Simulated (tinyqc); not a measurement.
# Punch-through p+-n junction, ionisation integral and breakdown, step by step

Program tinyqc, `OMP_NUM_THREADS=1 python tinyqc.py 2120123 2120124 out.jsonl`; Intel Xeon 2.30GHz, shared host, one thread, about 0.08 s. Printed values are rounded.

A p+ layer at x < 0 and an n drift layer from x = 0 to L on an n+ substrate. Depletion approximation, built-in voltage neglected. Local ionisation coefficients alpha_n = an exp(-(bn/E)^mx), alpha_p = ap exp(-(bp/E)^mx). Electrons move towards +x, holes towards x = 0.

Values chosen for this exercise; material values close to those of indium phosphide:
- eps_r = 12.5 (relative permittivity)
- an = 1.13e7 1/cm (prefactor of the electron ionisation coefficient)
- bn = 2.91e6 V/cm (field constant for electrons)
- ap = 4.48e6 1/cm (prefactor of the hole ionisation coefficient)
- bp = 2.66e6 V/cm (field constant for holes)
- mx = 1 (exponent)
- N = 5.6e15 cm^-3 (donor density of the drift layer)
- L = 3.2 um (thickness of the drift layer)
- V = 97.9 V (reverse voltage)
- fr = 1 (share of the depleted width that the grid covers)

Constants: q = 1.602176634e-19 C, eps0 = 8.8541878128e-14 F/cm where lengths are in cm. Results are converted to the units shown.

## Field and ionisation coefficients on a grid

W = sqrt(2 eps0 eps_r V/(q N)), peak field E0 = q N W/(eps0 eps_r), falling linearly to 0 at W; if W > L the layer is punched through: W = L, E0 = V/L + q N L/(2 eps0 eps_r), falling linearly to E1 = V/L - q N L/(2 eps0 eps_r). Grid: 12 equal steps from 0 to fr W.

W = 3.2 um

| point | x (um) | E (kV/cm) | alpha_n (1/cm) | alpha_p (1/cm) |
|---|---|---|---|---|
| 0 | 0.00000 | 435.643 | 14193.5 | 9988.82 |
| 1 | 0.26667 | 414.026 | 10014.3 | 7262.01 |
| 2 | 0.53333 | 392.408 | 6799.23 | 5097.35 |
| 3 | 0.80000 | 370.790 | 4412.58 | 3433.28 |
| 4 | 1.06667 | 349.173 | 2714.41 | 2202.02 |
| 5 | 1.33333 | 327.555 | 1566.05 | 1331.90 |
| 6 | 1.60000 | 305.938 | 835.948 | 750.356 |
| 7 | 1.86667 | 284.320 | 405.598 | 387.406 |
| 8 | 2.13333 | 262.702 | 174.711 | 179.397 |
| 9 | 2.40000 | 241.085 | 64.7064 | 72.3605 |
| 10 | 2.66667 | 219.467 | 19.7058 | 24.4067 |
| 11 | 2.93333 | 197.849 | 4.62810 | 6.49190 |
| 12 | 3.20000 | 176.232 | 0.761819 | 1.24777 |

## Ionisation integrals by the trapezoid rule

G(x) = integral from 0 to x of (alpha_n - alpha_p); I_n = integral of alpha_n exp(-G) (electrons injected at x = 0), I_p = integral of alpha_p exp(G(end) - G) (holes injected at the far edge); M = 1/(1 - I). All integrals by the trapezoid rule on the grid.

| point | G | alpha_n exp(-G) (1e4 1/cm) |
|---|---|---|
| 0 | 0.000000 | 1.41935 |
| 1 | 0.092759 | 0.91271 |
| 2 | 0.152147 | 0.58396 |
| 3 | 0.187896 | 0.36567 |
| 4 | 0.207785 | 0.22051 |
| 5 | 0.217739 | 0.12596 |
| 6 | 0.222002 | 0.06695 |
| 7 | 0.223386 | 0.03244 |
| 8 | 0.223566 | 0.01397 |
| 9 | 0.223402 | 0.00518 |
| 10 | 0.223237 | 0.00158 |
| 11 | 0.223149 | 0.00037 |
| 12 | 0.223118 | 0.00006 |

I_n = 0.810402
I_p = 0.761105
M_n = 5.27433
M_p = 4.18594

A grid of 1500 steps over the whole width gives I_n = 0.7976 and I_p = 0.7480; the coarse I_n is 1.6 % above and the coarse I_p 1.8 % above those values. Electrons multiply more: on this coarse grid M - 1 is 1.34 times as large for them.

## Breakdown voltage by secant steps

G(x) = integral from 0 to x of (alpha_n - alpha_p); I_n = integral of alpha_n exp(-G) (electrons injected at x = 0), I_p = integral of alpha_p exp(G(end) - G) (holes injected at the far edge); M = 1/(1 - I). Secant steps on ln I_n(V) = 0 with the integrals on a fine grid (1500 steps), from the points V = 77.3 and 93.7 V; stop when the step is below 1e-7 of V.

Course of the iteration:

| step | V (V) | I_n | change of V (V) |
|---|---|---|---|
| 1 | 93.7 | 0.633115 | 6.71 |
| 2 | 100.406 | 0.905964 | 1.85 |
| 3 | 102.254 | 0.990230 | 0.204 |
| 4 | 102.458 | 0.999740 | 5.54e-3 |
| 5 | 102.463 | 0.999999 | 1.54e-5 |
| 6 | 102.463 | 1.00000 | 1.14e-9 |

Breakdown at 102.46 V, with a peak field of 449.9 kV/cm and W = 3.200 um. The integral for holes reaches 1 at the same voltage.
